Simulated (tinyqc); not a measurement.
# Zener tunnelling in a reverse-biased junction, two-band WKB: effect of temperature

Abrupt p-n junction, depletion approximation. Energies E are counted from the conduction-band edge of the neutral n side; its Fermi level lies at dn, that of the p side at dn - V, and the valence-band edge of the neutral p side at Em = dn + dp - V. Tunnelling needs 0 < E < Em. Two-band dispersion with equal masses m: inside the gap kappa = sqrt(m u (1 - u/Eg)/C), u the distance from a band edge, C = hbar^2/(2 m0).

Nc and Nv are given at 350 K and scale as (T/350 K)^1.5; Eg, m and eps_r are held. Nd = Nc F12(dn/Vt), Na = Nv F12(dp/Vt), F12(x) = (2/sqrt(pi)) int_0^infinity sqrt(u)/(1 + exp(u - x)) du; dn = EF - Ec on the n side, dp = Ev - EF on the p side (negative outside the bands); Vbi = Eg + dn + dp. W = sqrt(2 eps0 eps_r (Vbi - V)(1/Na + 1/Nd)/q), mean field F = (Vbi - V)/W, peak field 2 F. In a uniform field F the exponent is S = pi sqrt(m/C) Eg^1.5/(4 F). Transverse energy Et = C kt^2/m raises it to S (1 + 4 Et/Eg), so T = exp(-S) exp(-Et/Eb) with Eb = Eg/(4 S). KJ = (2 q^2/h) m/(4 pi C) (times 1e14 for A/cm^2 per eV^2). J = KJ exp(-S) Eb times the integral from 0 to Em of [f(E - dn) - f(E - dn + V)] [1 - exp(-min(E, Em - E)/Eb)] dE, f(x) = 1/(1 + exp(x/Vt)), with S and Eb from the mean field; J > 0 flows from p to n.

Inputs (values chosen for the exercise); band and dielectric values close to those of indium arsenide:
- Eg = 0.347 eV (band gap)
- eps_r = 15 (relative permittivity)
- Nc = 1.07e17 cm^-3 (conduction-band density of states at 350 K)
- Nv = 8.28e18 cm^-3 (valence-band density of states at 350 K)
- m = 0.026 m0 (band-edge mass of the two-band model)
- Na = 2.5e18 cm^-3 (acceptor density)
- Nd = 4.2e17 cm^-3 (donor density)
- V = -0.57 V (bias of the p side)

Constants: q = 1.602176634e-19 C, kB = 1.380649e-23 J/K, hbar = 1.054571817e-34 J s, h = 6.62607015e-34 J s, m0 = 9.1093837015e-31 kg, Vt = kB T/q, eps0 = 8.8541878128e-14 F/cm where lengths are in cm, hbar^2/(2 m0) = 0.0380998212 eV nm^2. Results are converted to the units shown.

Effect of temperature:
```
T (K)  Vbi (V)  mean field (MV/cm)      S  J (A/cm^2)
50      0.4529              0.1490  8.904      -316.1
100     0.4488              0.1487  8.922      -307.9
150     0.4420              0.1482  8.952      -294.8
200     0.4329              0.1475  8.992      -278.0
300     0.4093              0.1457  9.100      -237.6
400     0.3796              0.1435  9.241      -193.2
```

Vbi falls from 0.453 to 0.380 V, S rises from 8.90 to 9.24, and |J| falls from 316 to 193 A/cm^2, a spread of a factor 1.64. That is small against a thermally activated current. The shrinking of the gap with temperature, left out here, would raise J.

Range of the model: Parabolic densities of states, no band tails and no gap narrowing, all of which matter at such doping.

Computed by the program tinyqc: `OMP_NUM_THREADS=1 python tinyqc.py 2620028 2620029 out.jsonl`, one thread of a shared Intel Xeon 2.30GHz, about 0.01 s for the whole run.
